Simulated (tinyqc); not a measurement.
Worked calculation: avalanche multiplication and breakdown of a junction from ionisation integrals. Computed by tinyqc, a small Python program that keeps every step. Command: `OMP_NUM_THREADS=1 python tinyqc.py 3020286 3020287 out.jsonl impact walk`. One thread of a shared host (Intel(R) Xeon(R) Processor @ 2.30GHz), about 0.01 s of CPU time with the checks. Intermediate numbers are printed to about 6 digits and carried at full precision; extremes and crossings named in words are read from the listed rows.

Ionisation coefficients follow the local field. Position x runs through the depletion layer from the p side (x = 0), where electrons enter, to the n side (x = w), where holes enter. The built-in voltage is neglected.

Inputs (values chosen for the exercise, modelled on InP):
```
quantity,value,unit
electron prefactor a_n,5.81e+06,1/cm
electron field b_n,3.16e+06,V/cm
hole prefactor a_p,1.92e+06,1/cm
hole field b_p,2.24e+06,V/cm
exponent c,1,-
permittivity eps,12.5,-
drift-layer mobility mu,4400,cm^2/(V s)
doping N of the lightly doped side,4.1e+15,1/cm^3
layer width W,5.8,micrometre
bias as a fraction of the breakdown voltage,0.9,-
```

Junction: punch-through p+ n- n+.

Constants: e = 1.602176634e-19 C; eps_0 = 8.8541878128e-12 F/m.

## Breakdown

alpha_n = a_n exp(-(b_n/F)^c), alpha_p = a_p exp(-(b_p/F)^c). Field F = F_m - e N x/(eps eps_0) over the layer, w = W, V = F_m W - e N W^2/(2 eps eps_0); valid while F > 0 at x = W. With Phi(x) = int_0^x (alpha_n - alpha_p) dx': 1 - 1/M_n = I_n = int_0^w alpha_n exp(-Phi) dx and M_p = M_n exp(-Phi(w)); trapezoid rule on 401 even points; breakdown at I_n = 1. Solve I_n(F_m) = 1.

critical field F_m = 0.463550 MV/cm

width at breakdown = 5.8 micrometre

breakdown voltage = 169.029 V

## Coefficients at the critical field

The formulas are those given above.

alpha_n = 6362.25 1/cm

alpha_p = 15299.3 1/cm

ratio k = alpha_p/alpha_n = 2.40471

shorter ionisation length = 0.653623 micrometre

Holes ionise more readily at the peak field.

## Field and integrand below breakdown

Bias V = fraction times the breakdown voltage.

peak field = 0.434407 MV/cm

Every 50th point:
```
x (micrometre),F (MV/cm),alpha_n (1/cm),alpha_p (1/cm),Phi,I_n up to x
0.000,0.434407,4.02713e+03,1.10632e+04,0.000000,0.000000
0.725,0.391377,1.80991e+03,6.27578e+03,-0.414480,0.249541
1.450,0.348347,6.67587e+02,3.09475e+03,-0.660516,0.393648
2.175,0.305317,1.85894e+02,1.25036e+03,-0.782911,0.451195
2.900,0.262286,3.40282e+01,3.75234e+02,-0.830453,0.466298
3.625,0.219256,3.19863e+00,7.02087e+01,-0.843280,0.468624
4.350,0.176226,9.47570e-02,5.79432e+00,-0.845240,0.468790
5.075,0.133196,2.88908e-04,9.54144e-02,-0.845355,0.468793
5.800,0.090165,3.49621e-09,3.11911e-05,-0.845356,0.468793
```

## Multiplication and noise

M_n = 1/(1 - I_n), M_p = M_n exp(-Phi(w)); McIntyre excess noise for the carrier with the larger M, F_x = k M + (1 - k)(2 - 1/M), with k = (smaller M - 1)/(larger M - 1).

M_n = 1.88250

M_p = 4.38399

effective k = 0.260788

excess noise factor = 2.45310

Injecting holes gives the larger gain and, at equal gain, the lower noise.

## On-resistance of the drift layer

R_on = w/(e mu N) with w the width at breakdown; figure of merit V_B^2/R_on; for a triangular field it equals eps eps_0 mu F_m^3/4.

specific on-resistance = 0.200669 milliohm cm^2

V_B^2/R_on = 142.377 MW/cm^2

eps eps_0 mu F_m^3/4 = 121.267 MW/cm^2

The punch-through design reaches 1.17 times the triangular value at the same peak field; at fixed F_m the best ratio is 32/27 = 1.185.

## Gain against bias and Miller's formula

Miller's exponent n is defined by 1 - 1/M = (V/V_B)^n for the larger M.

Gain:
```
V/V_B,V (V),F_m (MV/cm),M_n,M_p,Miller exponent n
0.60,101.417,0.346978,1.0385,1.2425,3.19864
0.70,118.320,0.376121,1.1023,1.5278,2.97992
0.80,135.223,0.405264,1.2722,2.1928,2.72861
0.90,152.126,0.434407,1.8825,4.3840,2.45731
0.95,160.578,0.448979,3.1853,8.9188,2.31846
0.98,165.648,0.457722,7.1616,22.6491,2.23516
0.99,167.339,0.460636,13.8117,45.5756,2.20748
```

The larger gain passes 2 between 0.700 and 0.800 of V_B and reaches 45.6 at 0.99. Miller's exponent runs from 2.2 to 3.2, so it is not a constant: a fit holds over a narrow range only. From the first row to the last the voltage grows by a factor 1.65 and the peak field by 1.33.

Checks made by the program: the hole form of the condition, int alpha_p exp(Phi(w) - Phi) dx = 1 (relative difference 8e-06).
